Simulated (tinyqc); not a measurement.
Strained alloy layer of GaSb and GaAs on (001) InP, model-solid band line-up: one step of the calculation.

The layer is x parts of the first compound and 1 - x of the second, grown coherently on the third as substrate and barrier. Rows of the table: lattice constant a, average valence level Ea on an absolute scale, spin-orbit splitting so, gaps at Gamma, X and L, hydrostatic deformation potentials av and ac (Gamma), shear potential b, elastic constants, electron and heavy-hole (along z) masses. All are interpolated linearly in x; gaps get -C x (1 - x), taken wholly in the conduction band; real line-ups can differ from this model by 0.1 eV or more.

Task. Relaxed alloy and strain. In-plane strain e = (a_substrate - a)/a, e_z = -2 (c12/c11) e, volume change 2 e + e_z.

Values chosen for this exercise:
```
symbol  value  unit                                      meaning
x        0.53        fraction of the first compound in the layer
CG       1.43    eV                      bowing of the Gamma gap
CX        1.2    eV                          bowing of the X gap
CL        1.2    eV                          bowing of the L gap
```

Binary compounds, values chosen for the exercise:

|  | close to GaSb | close to GaAs | close to InP |
|---|---|---|---|
| a (angstrom) | 6.096 | 5.653 | 5.869 |
| Ea (eV) | -6.25 | -6.92 | -7.04 |
| so (eV) | 0.756 | 0.335 | 0.11 |
| EG (eV) | 0.721 | 1.41 | 1.36 |
| EX (eV) | 1.04 | 1.89 | 2.18 |
| EL (eV) | 0.821 | 1.71 | 1.92 |
| av (eV) | 0.799 | 1.17 | 1.28 |
| ac (eV) | -6.81 | -7.25 | -5.05 |
| b (eV) | -1.99 | -1.69 | -1.69 |
| c11 (GPa) | 88.6 | 117 | 100 |
| c12 (GPa) | 39.7 | 54.2 | 55.5 |
| me (m0) | 0.039 | 0.0673 | 0.0805 |
| mh (m0) | 0.246 | 0.355 | 0.53 |

Give: a; Gamma gap; X gap; L gap; e; e_z; volume change.

Result.

a = 5.888 angstrom
Gamma gap = 0.6886 eV
X gap = 1.141 eV
L gap = 0.9399 eV
e = -0.3191 %
e_z = 0.2912 %
volume change = -0.3471 %

The relaxed alloy has its lowest gap at Gamma (direct). The layer is under compressive in-plane strain.

Computed by the program tinyqc: `OMP_NUM_THREADS=1 python tinyqc.py 2690042 2690043 out.jsonl`, one thread of a shared Intel Xeon 2.30GHz, about 0.01 s for the whole run.
